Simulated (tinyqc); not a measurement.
Hubbard chain of 6 sites, step by step. Computed by tinyqc, a small Python program that keeps every step. Settings: hopping = 1.08, U = 8.8, mixing = 0.5, iteration cap = 88. Command: `OMP_NUM_THREADS=1 python tinyqc.py 28380 28381 out.jsonl` (the two numbers bound the seeds that draw the settings). One thread of a shared host (Intel(R) Xeon(R) Processor @ 2.60GHz), about 0.2 s of CPU time with the checks. Later iterations appear only in the table of the cycle.

## Mean-field iteration 1

one-body matrix (hopping and site energies) (eV), order 1, 2, 3, 4, 5, 6:
```
[[0.000000, -1.080000, 0.000000, 0.000000, 0.000000, 0.000000],
 [-1.080000, 0.000000, -1.080000, 0.000000, 0.000000, 0.000000],
 [0.000000, -1.080000, 0.000000, -1.080000, 0.000000, 0.000000],
 [0.000000, 0.000000, -1.080000, 0.000000, -1.080000, 0.000000],
 [0.000000, 0.000000, 0.000000, -1.080000, 0.000000, -1.080000],
 [0.000000, 0.000000, 0.000000, 0.000000, -1.080000, 0.000000]]
```

U = 8.800000 eV

electrons, up and down: [3, 3]

mixing = 0.500000

n(up) at the start (a guess, not normalised): [0.550000, 0.450000, 0.550000, 0.450000, 0.550000, 0.450000]

n(down) at the start (a guess): [0.450000, 0.550000, 0.450000, 0.550000, 0.450000, 0.550000]

H(up) = T + U n(down), H(down) = T + U n(up); fill the lowest levels; n(new) = n + mixing (n(out) - n); E = tr T (rho up + rho down) + U sum n_up n_down of the output.

levels, up (eV): [2.404786, 2.983207, 3.748371, 5.051629, 5.816793, 6.395214]

levels, down (eV): [2.404786, 2.983207, 3.748371, 5.051629, 5.816793, 6.395214]

energy = 3.927105 eV

n(up) after iteration 1: [0.649735, 0.395414, 0.622259, 0.377741, 0.604586, 0.350265]

n(down) after iteration 1: [0.350265, 0.604586, 0.377741, 0.622259, 0.395414, 0.649735]

## Mean-field iteration 2

As before.

levels, up (eV): [2.161591, 2.663975, 3.155588, 5.644412, 6.136025, 6.638409]

levels, down (eV): [2.161591, 2.663975, 3.155588, 5.644412, 6.136025, 6.638409]

energy = 1.220522 eV

n(up) after iteration 2: [0.770318, 0.296996, 0.721004, 0.278996, 0.703004, 0.229682]

n(down) after iteration 2: [0.229682, 0.703004, 0.278996, 0.721004, 0.296996, 0.770318]

## Mean-field iteration 3

As before.

levels, up (eV): [1.557963, 1.931232, 2.328187, 6.471813, 6.868768, 7.242037]

levels, down (eV): [1.557963, 1.931232, 2.328187, 6.471813, 6.868768, 7.242037]

energy = -0.544609 eV

n(up) after iteration 3: [0.860819, 0.197891, 0.811951, 0.188049, 0.802109, 0.139181]

n(down) after iteration 3: [0.139181, 0.802109, 0.188049, 0.811951, 0.197891, 0.860819]

## Convergence

Each step fills the lowest levels of T + U n(other spin) and sets n(new) = n + mixing (n(out) - n); stop when output and input agree to 1e-8.

Course of the cycle:
```
iteration       E (eV)  largest |n(out) - n(in)|  mean |n_up - n_down|
1           3.92710511                  1.99e-01              0.402107
2           1.22052166                  2.41e-01              0.674714
3          -0.54460935                  1.98e-01              0.836955
4          -1.11527262                  1.39e-01              0.902671
5          -1.25859356                  8.51e-02              0.928151
6          -1.29531528                  4.92e-02              0.939206
7          -1.30532454                  2.77e-02              0.944499
8          -1.30817910                  1.55e-02              0.947194
9          -1.30901587                  8.58e-03              0.948615
10         -1.30926507                  4.74e-03              0.949379
11         -1.30933996                  2.62e-03              0.949794
...                ...                       ...                   ...
23         -1.30937241                  2.22e-06              0.950297
24         -1.30937241                  1.23e-06              0.950297
25         -1.30937241                  6.82e-07              0.950297
26         -1.30937241                  3.78e-07              0.950297
27         -1.30937241                  2.09e-07              0.950297
28         -1.30937241                  1.16e-07              0.950297
29         -1.30937241                  6.42e-08              0.950297
30         -1.30937241                  3.55e-08              0.950297
31         -1.30937241                  1.97e-08              0.950297
32         -1.30937241                  1.09e-08              0.950297
33         -1.30937241                  6.02e-09              0.950297
```

local moments n_up - n_down: [0.969883, -0.940268, 0.940741, -0.940741, 0.940268, -0.969883]

Converged in 33 iterations. Before convergence this energy mixes input and output and is not variational, so it may rise towards its limit.

## Exact diagonalisation (400 states)

Lowest levels of the sector, and the double occupancy of the lowest state.

lowest levels (eV): [-1.878423, -1.632435, -1.345440, -1.231745, -1.144626, -1.070127]

double occupancy per site = 0.031920

The mean-field solution above lies 0.5691 eV above the exact energy.

## The lowest level by Lanczos steps

From a random start vector (not printed): a_j = <q_j|H|q_j>, b_j = norm of the remainder after orthogonalising; the Ritz value is the lowest eigenvalue of the tridiagonal matrix of a and b so far.

Lanczos:
```
j    a_j (eV)  b_j (eV)  lowest Ritz value (eV)
1   10.797254  6.667076             10.79725410
2   12.036826  7.901846              4.72121743
3   12.189304  9.870940              1.45845857
4   14.325795  5.870135             -0.95995352
5   12.229527  5.628567             -1.46799949
6   13.283979  6.719644             -1.57204043
7   10.846839  9.989477             -1.61391761
8   14.934827  7.425100             -1.69537412
9   14.646907  5.784140             -1.79224810
10  13.869424  6.342950             -1.82520684
```
